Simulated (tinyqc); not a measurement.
## Slope factor and drain-induced lowering from three currents

Problem. With source and body at 0 V, I = A exp((Vg + dd Vd)/(nf Vt)) (1 - exp(-Vd/Vt)). Find nf, the swing nf Vt ln 10 and dd.

Inputs (values chosen for the exercise):
- T = 300 K (temperature)

Constants: q = 1.602176634e-19 C, kB = 1.380649e-23 J/K, Vt = kB T/q. Results are converted to the units shown.

currents at (Vg, Vd) = (0, 0.05), (0, 1.1) and (0.1, 1.1) V (nA/um): [0.19038421, 2.0515614, 42.123724]

Answer. The pair at equal Vd gives nf; the pair at equal Vg, after dividing out the factors 1 - exp(-Vd/Vt), gives dd.

nf = 1.28
swing = 76.2 mV/decade
dd = 0.0700

Numbers from tinyqc (`OMP_NUM_THREADS=1 python tinyqc.py 2242265 2242266 out.jsonl`; about 0.04 s on one thread of a shared Intel Xeon 2.30GHz).
